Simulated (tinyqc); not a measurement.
# Hole mobility in a silicon inversion layer, empirical terms and Matthiessen rule: several studies

Inversion layer of sheet density Ns on a uniformly doped body, under a high-permittivity gate with an interlayer. The mobility terms are empirical power laws with prefactors chosen for the exercise; adding their inverses (Matthiessen) is itself an approximation.

Parameters, values chosen for the exercise; material values close to those of silicon:

| symbol | value | unit | meaning |
|---|---|---|---|
| T | 350 | K | temperature |
| Eg | 1.11 | eV | band gap |
| eps_r | 11.9 |  | relative permittivity of the semiconductor |
| Nc | 3.55e19 | cm^-3 | conduction-band density of states at T |
| Nv | 3.38e19 | cm^-3 | valence-band density of states at T |
| Nb | 6.7e17 | cm^-3 | body doping |
| Vsb | 0 | V | reverse body bias |
| eta | 0.3333 |  | weight of the inversion charge in the effective field |
| Ap | 132 | cm^2/(V s) | phonon-limited mobility at 1 MV/cm and 300 K |
| As | 283 | cm^2/(V s) | roughness-limited mobility at 1 MV/cm |
| gs | 1 |  | exponent of the roughness term |
| Ac | 1700 | cm^2/(V s) | Coulomb prefactor |
| Nit | 2.1e10 | cm^-2 | charge at the interface |
| Ar | 150 | cm^2/(V s) | remote-phonon mobility without interlayer |
| ti | 0.7 | nm | interlayer thickness |
| lr | 0.9 | nm | decay length of remote phonons |
| Ns | 1e13 | cm^-2 | inversion density |

Constants: q = 1.602176634e-19 C, kB = 1.380649e-23 J/K, Vt = kB T/q, eps0 = 8.8541878128e-14 F/cm where lengths are in cm. Results are converted to the units shown.

Each table varies one quantity; the others keep the values above.

## Effect of the charge at the interface

ni = sqrt(Nc Nv) exp(-Eg/(2 Vt)), Eg in volts; Ndep = sqrt(2 eps0 eps_r Nb (2 Vt ln(Nb/ni) + Vsb)/q); E = q (Ndep + eta Ns)/(eps0 eps_r), in MV/cm. With t = T/(300 K): muC = Ac (Ns/1e12 cm^-2) t/(Nb/1e17 cm^-3 + Nit/1e11 cm^-2), muP = Ap E^(-1/3) t^(-1.75), muS = As E^(-gs), muR = Ar exp(2 ti/lr)/t; 1/mu is the sum of the inverses.

The same in every row: E (MV/cm) = 0.9283; muP (cm^2/(V s)) = 103.3; muS (cm^2/(V s)) = 304.8; muR (cm^2/(V s)) = 609.1.

Effect of the charge at the interface:
```
Nit (cm^-2)  muC (cm^2/(V s))  mu (cm^2/(V s))
1e10                     2917            66.92
3.2e10                   2825            66.87
1e11                     2576            66.72
3.2e11                   2003            66.23
1e12                     1188            64.76
3.2e12                  512.5            60.42
1e13                    185.9            50.05
```

What does the table show?

As Nit goes from 1e10 to 1e13 cm^-2, E stays at 0.928 MV/cm and mu falls from 66.9 to 50.0 cm^2/(V s). The phonon term is the smallest in the first and the last row.

## Effect of the reverse body bias

Same model as above.

The same in every row: muC (cm^2/(V s)) = 2870; muR (cm^2/(V s)) = 609.1.

Effect of the reverse body bias:
```
Vsb (V)  E (MV/cm)  muP (cm^2/(V s))  muS (cm^2/(V s))  mu (cm^2/(V s))
0           0.9283             103.3             304.8            66.89
0.4          1.016             100.3             278.6            64.29
0.8          1.091             97.92             259.5            62.28
1.2          1.157             96.02             244.7            60.64
1.6          1.217             94.42             232.6            59.24
2            1.272             93.03             222.5            58.03
2.4          1.323             91.80             213.9            56.95
```

Read the table: what changes, and by how much?

As Vsb goes from 0 to 2.4 V, E rises from 0.928 to 1.32 MV/cm and mu falls from 66.9 to 57.0 cm^2/(V s). The phonon term is the smallest in the first and the last row.

## Universality: two dopings at the same effective field

Same model as above.

For each E, Ns is chosen to give that field on bodies with Nb = 8e16 and 6.7e17 cm^-3; the last column leaves out muC.

Universality: two dopings at the same effective field:
columns A: E (MV/cm); B: Ns, light body (cm^-2); C: mu, light (cm^2/(V s)); D: Ns, heavy body (cm^-2); E: mu, heavy (cm^2/(V s)); F: without muC (cm^2/(V s))
```
A             B      C         D      E      F
0.447  6.165e12  91.83  5.027e11  56.38  92.53
0.526  7.724e12  86.39  2.061e12  75.76  86.89
0.619  9.559e12  81.05  3.896e12  75.88  81.40
0.729  1.173e13  75.81  6.067e12  72.88  76.06
0.858  1.427e13  70.74  8.612e12  68.94  70.92
1.01   1.727e13  65.81  1.161e13  64.66  65.94
1.19   2.083e13  61.03  1.516e13  60.28  61.12
1.4    2.497e13  56.47  1.931e13  55.96  56.54
```

What does the table show?

The heavily doped body has 0.614 of the mobility of the light one in the first row and 0.991 in the last; there they lie 1.0 % below and 0.12 % below the curve without Coulomb scattering, which depends on E alone. The heavy body leaves that curve at low E because its field comes mostly from depletion charge and few carriers screen.

tinyqc, about 0.01 s, one thread, Intel Xeon 2.30GHz (shared host): `OMP_NUM_THREADS=1 python tinyqc.py 2510127 2510128 out.jsonl`
